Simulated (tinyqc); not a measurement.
# Double-gate transistor below threshold, two-dimensional Poisson equation on a small mesh: effects of single changes

Half of a symmetric double-gate structure: row 0 is the mid-plane of the body, where the normal field vanishes. Mobile charge is neglected (subthreshold), the body is fully depleted, and potentials are counted from the intrinsic level; rows run upward to the gate, columns from source to drain.

Inputs (values chosen for the exercise); semiconductor permittivity made up: temperature T = 400 K; relative permittivity of the semiconductor eps_r = 8.85; relative permittivity of the insulator eox = 9; half the body thickness tb = 4 nm; insulator thickness tox = 2.8 nm; channel length L = 19 nm; acceptor density of the depleted body Na = 0 cm^-3; potential of the source Vbi = 0.53 V; gate offset Vfb = 0.11 V; gate voltage Vg = -0.1 V; drain voltage Vd = 0.5 V.

Constants: q = 1.602176634e-19 C, kB = 1.380649e-23 J/K, Vt = kB T/q, eps0 = 8.8541878128e-14 F/cm where lengths are in cm. Results are converted to the units shown.

Each table varies one quantity; the others keep the values above.

## Effect of the relative permittivity of the insulator

Mesh: rows i = 0..12 in the semiconductor (step hs = tb/12, row 12 on the interface), then 8 step(s) ho = tox/8 up to the gate row 20; columns j = 0..80 (step hy = L/80). Box integration, divided by eps0: up_i = eps hy/h of the interval above row i, dn_i = that of the interval below (0 for row 0), lat_i = (sum of eps h/2 over the intervals above and below)/hy, s_i = -q Na w_i hy/eps0 with w_i the semiconductor height of the box (hs/2 for row 0 and the interface row, hs between, 0 in the insulator). Each free node obeys (up + dn + 2 lat) psi = up psi(above) + dn psi(below) + lat [psi(left) + psi(right)] + s. Fixed values: gate row Vg - Vfb; column 0 at Vbi and the last column at Vbi + Vd in the semiconductor, each running linearly to Vg - Vfb across the insulator. The system is solved directly. On row 0 the minimum of psi and its place come from a parabola through the three lowest nodes; barrier = Vbi - minimum, swing = Vt ln 10/(d psi/dVg), DIBL = (d psi/dVd)/(d psi/dVg) there. Lambda = pi/k with k the smallest positive root of tan(k tox) tan(k tb) = eox/eps_r.

Results:
```
eox	L/Lambda	barrier (V)	place y/L	swing (mV/decade)	DIBL (mV/V)
3.9	1.051	0.3544	0.4148	137.0	256.2
5.9	1.223	0.4299	0.4290	119.7	183.5
8.8	1.395	0.4899	0.4386	108.9	136.1
20	1.728	0.5719	0.4507	97.00	82.10
30	1.870	0.5961	0.4542	93.99	68.19
```

Estimate the missing row, eox = 13.

Computed row:
```
eox	L/Lambda	barrier (V)	place y/L	swing (mV/decade)	DIBL (mV/V)
13	1.559	0.5353	0.4454	102.0	104.8
```

With this row back in the table: As eox goes from 3.9 to 30, the barrier rises from 0.354 to 0.596 V, the swing falls from 137 to 94.0 mV a decade and DIBL falls from 256 to 68.2 mV/V; the ideal swing is 79.4. L/Lambda goes from 1.1 to 1.9.

## Effect of the drain voltage

Same model as above.

Results:
```
Vd (V)	L/Lambda	barrier (V)	place y/L	swing (mV/decade)	DIBL (mV/V)
0.05	1.404	0.5423	0.4923	107.1	168.5
0.25	1.404	0.5188	0.4657	107.5	149.9
0.65	1.404	0.4786	0.4255	109.1	126.6
0.85	1.404	0.4608	0.4095	110.1	118.7
1.05	1.404	0.4443	0.3954	111.2	112.2
```

Estimate the missing row, Vd = 0.45 V.

Computed row:
```
Vd (V)	L/Lambda	barrier (V)	place y/L	swing (mV/decade)	DIBL (mV/V)
0.45	1.404	0.4978	0.4440	108.2	136.7
```

With this row back in the table: As Vd goes from 0.05 to 1.05 V, the barrier falls from 0.542 to 0.444 V, the swing rises from 107 to 111 mV a decade and DIBL falls from 168 to 112 mV/V; the ideal swing is 79.4. The barrier top moves from y/L = 0.492 to 0.395, towards the source.

## Effect of the gate voltage

Same model as above.

Results:
```
Vg (V)	L/Lambda	barrier (V)	place y/L	swing (mV/decade)	DIBL (mV/V)
-0.2	1.404	0.5661	0.4449	108.1	137.2
-0.12	1.404	0.5075	0.4403	108.3	134.6
-0.04	1.404	0.4489	0.4349	108.6	131.6
0.04	1.404	0.3905	0.4284	108.9	128.1
0.2	1.404	0.2745	0.4102	110.0	119.0
```

Estimate the missing row, Vg = 0.12 V.

Computed row:
```
Vg (V)	L/Lambda	barrier (V)	place y/L	swing (mV/decade)	DIBL (mV/V)
0.12	1.404	0.3324	0.4204	109.4	124.0
```

With this row back in the table: As Vg goes from -0.2 to 0.2 V, the barrier falls from 0.566 to 0.274 V, the swing rises from 108 to 110 mV a decade and DIBL falls from 137 to 119 mV/V; the ideal swing is 79.4. The barrier top moves from y/L = 0.445 to 0.410, towards the source.

Computed by the program tinyqc: `OMP_NUM_THREADS=1 python tinyqc.py 2480087 2480088 out.jsonl`, one thread of a shared Intel Xeon 2.30GHz, about 0.09 s for the whole run.
